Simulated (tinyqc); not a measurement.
Deal-Grove kinetics of thermal oxidation of silicon: one step, computed by the program tinyqc.

Oxidant diffuses through the oxide and reacts at the interface, so that dx/dt = B/(A + 2x) for the oxide thickness x.

Problem. Two steps, the one at T2 first. B = B0 p exp(-E_B/(k_B T)), B/A = (B/A)0 p^m exp(-E_A/(k_B T)), p in atm; A = B/(B/A). Temperatures in kelvin are T(C) + 273.15. tau = (x_i^2 + A x_i)/B and x = (A/2) [sqrt(1 + 4 B (t + tau)/A^2) - 1], the root of x^2 + A x = B (t + tau). First t2 at T2 from x_i, then t at T from the thickness reached.

Inputs (values chosen for the exercise, close to those used for silicon): prefactor B0 = 710 um^2/h; activation energy E_B = 1.24 eV; prefactor (B/A)0 = 5.31e+06 um/h; activation energy E_A = 1.99 eV; temperature T = 1200 C; oxidant pressure p = 2 atm; pressure exponent m of B/A = 0.73; initial oxide x_i = 0.05 um; time t = 1.1 h; temperature of step 2, T2 = 900 C; time of step 2, t2 = 1.7 h.

Ambient: dry oxygen. Surface: (111). Extension: second step.

length A = 0.05932792 um

parabolic constant B = 0.08130874 um^2/h

Constants: k_B = 8.617333262e-05 eV/K.

Give: thickness after t2 at T2; final thickness in this order.

Solution.

thickness after t2 at T2 = 0.07861 um

final thickness in this order = 0.2884 um
